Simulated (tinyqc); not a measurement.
## Magnetoresistance against angle

Conductance G = G0 (1 + P1 P2 cos(phi)) at low bias, phi the angle between the magnetisations, normalised to Rp = RA/area at phi = 0.

Parameters, values chosen for the exercise:

| symbol | value | unit | meaning |
|---|---|---|---|
| Dm | 31 | nm | diameter |
| P1 | 0.67 |  | spin polarisation of the reference layer |
| P2 | 0.57 |  | spin polarisation of the free layer |
| RA | 2.1 | ohm um^2 | resistance-area product, parallel state |

Magnetoresistance against angle:

| phi (degree) | R (kohm) | R/Rp - 1 (%) | share of the full TMR (%) |
|---|---|---|---|
| 0 | 2.782 | 0 | 0 |
| 20 | 2.829 | 1.695 | 1.372 |
| 45 | 3.027 | 8.807 | 7.127 |
| 70 | 3.401 | 22.23 | 17.99 |
| 90 | 3.845 | 38.19 | 30.91 |
| 110 | 4.423 | 58.95 | 47.71 |
| 135 | 5.267 | 89.31 | 72.28 |
| 160 | 5.997 | 115.5 | 93.50 |
| 180 | 6.220 | 123.6 | 100.0 |

What does the comparison show?

R rises from 2.78 to 6.22 kohm, TMR0 = 124 %. It is the conductance that follows cos(phi), so at 90 degrees R has covered only (1 - P1 P2)/2 = 30.9 % of its range.

Program tinyqc, `OMP_NUM_THREADS=1 python tinyqc.py 2450134 2450135 out.jsonl`; Intel Xeon 2.30GHz, shared host, one thread, about 0.01 s.
